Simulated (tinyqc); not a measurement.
Vibrations of a mass or spring defect in a linear chain: one step, computed by the program tinyqc. Command: `OMP_NUM_THREADS=1 python tinyqc.py 3030870 3030871 out.jsonl localmode walk`. One thread of a shared host (Intel(R) Xeon(R) Processor @ 2.30GHz), about 0.01 s of CPU time with the checks.

A ring of N atoms with nearest-neighbour springs k and motion along the chain. Atom 1 is the defect, of mass M', and its two springs are k'. All other atoms have the mass M.

Question. Dynamical matrix of the ring. D_ii = (sum of the two springs at i)/M_i, D_ij = -k_ij/sqrt(M_i M_j) for neighbours, closed into a ring.

Inputs (values chosen for the exercise, for a model chain): spring constant k = 5.45 eV/angstrom^2; host mass M = 78.9 u; defect mass M' = 11.7 u; spring ratio k'/k at the defect = 0.94; atoms in the ring N = 6.

Host: monatomic.

Give: D.

Answer.

D (eV/(angstrom^2 u)):
```
[[0.8757, -0.1686, 0.0000, 0.0000, 0.0000, -0.1686],
 [-0.1686, 0.1340, -0.0691, 0.0000, 0.0000, 0.0000],
 [0.0000, -0.0691, 0.1381, -0.0691, 0.0000, 0.0000],
 [0.0000, 0.0000, -0.0691, 0.1381, -0.0691, 0.0000],
 [0.0000, 0.0000, 0.0000, -0.0691, 0.1381, -0.0691],
 [-0.1686, 0.0000, 0.0000, 0.0000, -0.0691, 0.1340]]
```
